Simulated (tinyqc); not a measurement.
Inside a calculation. Method: one-electron ion in a basis of Gaussians. One step of it, computed by the program tinyqc.

Question. Generalised eigenproblem. Solve H C = S C e through S^(-1/2); each column has its largest component positive (the first on a tie).

H = T + V (hartree):
$$\begin{pmatrix}
-1.328957 & -1.474730 & -1.490576 & -1.367986 & -1.166447 & -0.952729 & -0.760457 \\
-1.474730 & -1.676082 & -1.801483 & -1.994638 & -2.000338 & -1.801154 & -1.517430 \\
-1.490576 & -1.801483 & -1.315732 & -1.201595 & -1.982982 & -2.570565 & -2.614411 \\
-1.367986 & -1.994638 & -1.201595 & 1.870384 & 2.950646 & 0.380657 & -2.191250 \\
-1.166447 & -2.000338 & -1.982982 & 2.950646 & 14.305234 & 18.557632 & 10.779568 \\
-0.952729 & -1.801154 & -2.570565 & 0.380657 & 18.557632 & 54.691444 & 68.547044 \\
-0.760457 & -1.517430 & -2.614411 & -2.191250 & 10.779568 & 68.547044 & 176.198100
\end{pmatrix}$$

S:
$$\begin{pmatrix}
1.000000 & 0.830588 & 0.512443 & 0.268477 & 0.131002 & 0.062164 & 0.029201 \\
0.830588 & 1.000000 & 0.830602 & 0.512454 & 0.268509 & 0.131002 & 0.062177 \\
0.512443 & 0.830602 & 1.000000 & 0.830599 & 0.512491 & 0.268501 & 0.131025 \\
0.268477 & 0.512454 & 0.830599 & 1.000000 & 0.830638 & 0.512481 & 0.268547 \\
0.131002 & 0.268509 & 0.512491 & 0.830638 & 1.000000 & 0.830589 & 0.512515 \\
0.062164 & 0.131002 & 0.268501 & 0.512481 & 0.830589 & 1.000000 & 0.830671 \\
0.029201 & 0.062177 & 0.131025 & 0.268547 & 0.512515 & 0.830671 & 1.000000
\end{pmatrix}$$

Give: eigenvalues of S; eigenvalues; coefficients.

Answer.

eigenvalues of S: [0.0092, 0.0321, 0.1043, 0.3096, 0.8375, 1.9855, 3.7216]

eigenvalues (hartree): [-1.9996, -0.2058, 2.8858, 13.1145, 44.1919, 137.4496, 424.1484]

coefficients:
$$\begin{pmatrix}
0.2405 & 1.7510 & -1.4197 & 0.7380 & -0.3844 & 0.2074 & -0.1131 \\
0.4818 & -1.4293 & 3.3222 & -2.3897 & 1.3102 & -0.7026 & 0.3797 \\
0.2785 & 0.0830 & -2.5011 & 3.9196 & -2.7431 & 1.5240 & -0.8167 \\
0.0990 & -0.1644 & 0.3874 & -2.9865 & 4.0518 & -2.7629 & 1.5202 \\
0.0335 & 0.0094 & -0.2011 & 0.5598 & -3.1472 & 3.9128 & -2.5799 \\
0.0067 & -0.0128 & 0.0358 & -0.1863 & 0.6040 & -2.9767 & 3.4820 \\
0.0045 & -0.0011 & -0.0138 & 0.0224 & -0.1354 & 0.3859 & -2.3924
\end{pmatrix}$$

For Z = 2 and l = 0 the exact lowest level is -Z^2/(2 n^2) with n = l + 1: -2.000000 hartree.
